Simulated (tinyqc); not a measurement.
From results back to parameters: deformation-potential model of the X valleys of a conduction band. Three cases, with inputs chosen for the exercise.

Problem. A uniaxial tension X1 along [100] acts on valleys along x, y, z, with shifts dE = Xd tr(e) + Xu a.e.a and Boltzmann shares. The ratio of the share of the y valleys to that of the x valleys is given.

s11 = (C11 + C12)/((C11 - C12)(C11 + 2 C12)), s12 = -C12/((C11 - C12)(C11 + 2 C12)), s44 = 1/C44; exx = s11 sxx + s12 (syy + szz) and cyclic, exy = s44 sxy/2; tension is positive. A uniaxial stress X along the unit vector n is s_ij = X n_i n_j. Biaxial (001) means sxx = syy = X.

Constants: kB = 8.617333262e-05 eV/K.

Case 1.

Values chosen (near those of GaP; not measured data): C11 = 144.2 GPa; C12 = 62.5 GPa; C44 = 69.7 GPa; X1 = 0.9 GPa (size of the stress); T = 200 K (temperature).

n_y/n_x = 56.43975

Case 2.

Values chosen (near those of AlAs; not measured data): C11 = 128.7 GPa; C12 = 54.3 GPa; C44 = 53.8 GPa; X1 = 1.1 GPa (size of the stress); T = 350 K (temperature).

n_y/n_x = 15.87528

Case 3.

Values chosen (near those of GaP; not measured data): C11 = 139.6 GPa; C12 = 62.1 GPa; C44 = 70.4 GPa; X1 = 0.9 GPa (size of the stress); T = 300 K (temperature).

n_y/n_x = 18.12670

Find: splitting dE_x - dE_y; Xu.

Solution. The splitting is kT ln(n_y/n_x), and it equals Xu (exx - eyy) = Xu (s11 - s12) X1; Xd drops out.

Case 1.

splitting dE_x - dE_y = 69.51 meV
Xu = 6.31 eV

Case 2.

splitting dE_x - dE_y = 83.39 meV
Xu = 5.64 eV

Case 3.

splitting dE_x - dE_y = 74.90 meV
Xu = 6.45 eV

Computed by tinyqc, one run a case: `OMP_NUM_THREADS=1 python tinyqc.py N N+1 out.jsonl` with N = 1051447, 1051473, 1051564; one thread of a shared Intel(R) Xeon(R) Processor @ 2.30GHz, about 0.03 s a run at most.
